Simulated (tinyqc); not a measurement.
Ballistic Schottky-barrier transistor with a two-dimensional channel, WKB contacts: one step of the calculation.

Source Fermi level 0, drain Fermi level -Vd. Far from the contacts Ec = pn - psi, and the gate moves psi one to one; the band edges relax as exp(-x/lam) from pn at the source and pn - Vd at the drain; Ev = Ec - Eg. A carrier of energy w inside the channel band meets at a contact a barrier of height D (the contact edge beyond the channel edge): T = 1 for w >= D, else exp(-S), S = 4 lam sqrt(m/C) [sqrt(D - w) - sqrt(w) arctan sqrt((D - w)/w)], C = hbar^2/(2 m0). The two contacts combine as Ts Td/(Ts + Td - Ts Td).

Question. Transmission of one of the holes. S and T at both contacts for w = w0, and the tunnelling distance lam ln(D/w) at the higher barrier.

Inputs (values chosen for the exercise); channel values close to those of a molybdenum disulphide layer: hole mass mp = 0.6 m0; screening length at the contacts lam = 2.6 nm; energy of one carrier inside the channel band w0 = 0.27 eV.

Constants: q = 1.602176634e-19 C, hbar = 1.054571817e-34 J s, m0 = 9.1093837015e-31 kg, hbar^2/(2 m0) = 0.0380998212 eV nm^2. Results are converted to the units shown.

D for holes (eV): source 0.61000000, drain 0.66000000

Find: S at the source; S at the drain; combined T; tunnelling distance.

Answer.

S at the source = 5.989
S at the drain = 6.970
combined T = 6.837e-4
tunnelling distance = 2.324 nm

Range of the model: No scattering, image-force lowering, channel charge or band-to-band tunnelling; parabolic kappa overstates S deep in the gap.

Program tinyqc, `OMP_NUM_THREADS=1 python tinyqc.py 2390051 2390052 out.jsonl`; Intel Xeon 2.30GHz, shared host, one thread, about 0.2 s.
